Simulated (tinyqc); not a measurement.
Changing the particle radius R: a particle near a wafer in liquid: double-layer and van der Waals forces (DLVO), deposition barrier and removal. Computed by tinyqc, a small Python program. Command: `OMP_NUM_THREADS=1 python tinyqc.py 3113041 3113042 out.jsonl dlvo sweep`. One thread of a shared host (Intel(R) Xeon(R) Processor @ 2.30GHz), about 0.01 s of CPU time with the checks.

Sphere and flat wall, Derjaguin approximation, constant potentials in the linear-superposition form, no retardation and no hydration force.

Inputs (values chosen for the exercise, of the order of those for ceria on silica in water):

| quantity | value | unit |
|---|---|---|
| Hamaker constant A | 1.6e-20 | J |
| potential of the particle psi_1 | -34 | mV |
| potential of the wafer psi_2 | -64 | mV |
| salt concentration c | 0.00072 | mol/L |
| valence z of the symmetric salt | 2 | - |
| temperature T | 293 | K |
| dielectric constant of the liquid | 80.2 | - |
| contact distance h0 | 0.4 | nm |
| contact radius over R | 0.11 | - |
| viscosity | 0.89 | mPa s |

Constants: e = 1.602176634e-19 C; N_A = 6.02214076e+23 1/mol; eps_0 = 8.8541878128e-12 F/m; k_B = 1.380649e-23 J/K; k_B = 8.617333262e-05 eV/K.

Method. kappa^2 = 2 z^2 e^2 N_A (1000 c)/(eps eps_0 k_B T); gamma_i = tanh(z e psi_i/(4 k_B T)); Z = 64 pi eps eps_0 (k_B T/(z e))^2 gamma_1 gamma_2. Adhesion F_a = A R/(6 h0^2) [1 + a^2/(R h0)] - kappa Z R exp(-kappa h0), a the contact radius. Drag in a shear flow F_d = 1.7 x 6 pi mu R^2 G, acting at 1.4 R; rolling starts when 1.4 R F_d = a F_a. Wall shear stress = mu G.

One run for each value:

| particle radius R (nm) | wall shear stress for rolling (Pa) | net adhesion F_a (pN) | kappa R |
|---|---|---|---|
| 5 | 8492.3 | 8.6586e+01 | 8.8030e-01 |
| 11 | 4534.4 | 2.2377e+02 | 1.9367e+00 |
| 22 | 2885.3 | 5.6954e+02 | 3.8733e+00 |
| 47 | 2008.1 | 1.8091e+03 | 8.2748e+00 |
| 100 | 1599.0 | 6.5213e+03 | 1.7606e+01 |
| 210 | 1409.0 | 2.5341e+04 | 3.6973e+01 |
| 450 | 1316.8 | 1.0875e+05 | 7.9227e+01 |
| 950 | 1274.4 | 4.6907e+05 | 1.6726e+02 |
| 2000 | 1254.3 | 2.0463e+06 | 3.5212e+02 |

Describe and explain the trends.

Over the rows, wall shear stress for rolling (Pa) falls from 8490 to 1250 (exponent d ln y / d ln x -0.80 between the first rows and -0.021 between the last); net adhesion F_a (pN) rises from 86.6 to 2.05e6 (exponent d ln y / d ln x 1.2 between the first rows and 2.0 between the last); kappa R rises from 0.880 to 352 (exponent d ln y / d ln x about 1.0 throughout). At the high end the exponent of wall shear stress for rolling is -0.02, close to 0: the flattened contact adds adhesion as R^2. The smallest particle needs 6.77 times the shear stress of the largest.

Caution (rows 5.00, 11.0): kappa R is not large, so the Derjaguin approximation is only rough at gaps of the order of the Debye length.

Extremes, crossings and ranges named in words are read from the listed rows.
